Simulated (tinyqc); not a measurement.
Ellipsometry and reflectance of a transparent film on an absorbing substrate: one step of the calculation.

Air (index 1), film, substrate with N2 = n2 - i k2; time factor exp(+i w t). q_j = sqrt(N_j^2 - sin^2 th), root with positive real part. Fresnel coefficients r_s = (q_a - q_b)/(q_a + q_b), r_p = (N_b^2 q_a - N_a^2 q_b)/(N_b^2 q_a + N_a^2 q_b). tan(Psi) exp(i Delta) = R_p/R_s, Delta taken from 0 to 360 degrees.

Task. Interface coefficients and thickness period. q0, q1, q2 and the coefficients r01 and r12 for p and s; the results repeat in d with the period lam/(2 q1).

Values chosen for this exercise; indices close to those of silicon dioxide on silicon:
- lam = 546.1 nm (wavelength)
- th = 70 degrees (angle of incidence)
- n1 = 1.453 (index of the transparent film)
- n2 = 4.086 (index of the substrate)
- k2 = 0.031 (extinction coefficient of the substrate)

Give: q0; q1; q2; r01,p; r01,s; r12,p; r12,s; period.

Result.

q0 = 0.3420
q1 = 1.108
q2 = 3.976-0.032i
r01,p = -0.2110
r01,s = -0.5283
r12,p = 0.3758-0.0031i
r12,s = -0.5641+0.0027i
period = 246.4 nm

Program tinyqc, `OMP_NUM_THREADS=1 python tinyqc.py 2870186 2870187 out.jsonl`; Intel Xeon 2.30GHz, shared host, one thread, about 0.01 s.
